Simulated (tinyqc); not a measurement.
# Changing the pipe length l

Model: gas flow in a process chamber: flow regimes, conductance, effective pumping speed, pump-down, outgassing and purge. Computed by tinyqc, a small Python program. Command: `OMP_NUM_THREADS=1 python tinyqc.py 3120495 3120496 out.jsonl pump sweep`. One thread of a shared host (Intel(R) Xeon(R) Processor @ 2.30GHz), about 0.01 s of CPU time with the checks.

Ideal gas, isothermal flow, a pump of constant speed at the end of a round pipe; process gas, volume gas and outgassing are given the same properties. 1 sccm = 101325 Pa x 1e-6 m^3/60 s x T/273.15 K.

Inputs (values chosen for the exercise, modelled on oxygen near room temperature):

| quantity | value | unit |
|---|---|---|
| molar mass M | 32 | g/mol |
| molecular diameter | 0.36 | nm |
| viscosity eta | 20.6 | micropascal s |
| temperature T | 300 | K |
| chamber volume V | 30 | L |
| pipe diameter d | 25 | cm |
| pump speed S | 570 | L/s |
| process gas flow | 77 | sccm |

Constants: k_B = 1.380649e-23 J/K; u = 1.6605390666e-27 kg.

Method:
- Mean speed c = sqrt(8 k_B T/(pi m)); aperture conductance C_a = c pi d^2/16; molecular pipe C_m = C_a/(1 + 3 l/(4 d)) (Dushman form); viscous pipe C_v = pi d^4 p_mean/(128 eta l); Knudsen interpolation C = C_v + C_m (1 + x)/(1 + 1.24 x), x = d p_mean sqrt(m/(k_B T))/eta.
- Effective speed 1/S_eff = 1/S + 1/C_m; time constant V/S_eff; pressure at which the free path k_B T/(sqrt2 pi d_m^2 p) equals d.
- Steady flow: the pump inlet is at p_2 = Q/S, and the chamber pressure p_1 solves Q = C((p_1 + p_2)/2) (p_1 - p_2). Residence time = p_1 V/Q.
- Knudsen number = free path at the mean pressure over d.

One run for each value:

| pipe length l (cm) | C_m (L/s) | S_eff in molecular flow (L/s) | chamber pressure p_1 (Pa) |
|---|---|---|---|
| 2 | 5157.9 | 513.28 | 0.25283 |
| 4.3 | 4842.7 | 509.97 | 0.25511 |
| 9.5 | 4254.8 | 502.66 | 0.25949 |
| 21 | 3354.2 | 487.21 | 0.26738 |
| 45 | 2326.6 | 457.83 | 0.28123 |
| 97 | 1398.3 | 404.94 | 0.30803 |
| 210 | 749.0 | 323.67 | 0.36124 |
| 460 | 369.4 | 224.15 | 0.46571 |
| 1000 | 176.4 | 134.69 | 0.65393 |

Over the rows, C_m (L/s) falls from 5160 to 176 (exponent d ln y / d ln x -0.082 between the first rows and -0.95 between the last); S_eff in molecular flow (L/s) falls from 513 to 135 (exponent d ln y / d ln x -0.0084 between the first rows and -0.66 between the last); chamber pressure p_1 (Pa) rises from 0.253 to 0.654 (exponent d ln y / d ln x 0.012 between the first rows and 0.44 between the last).
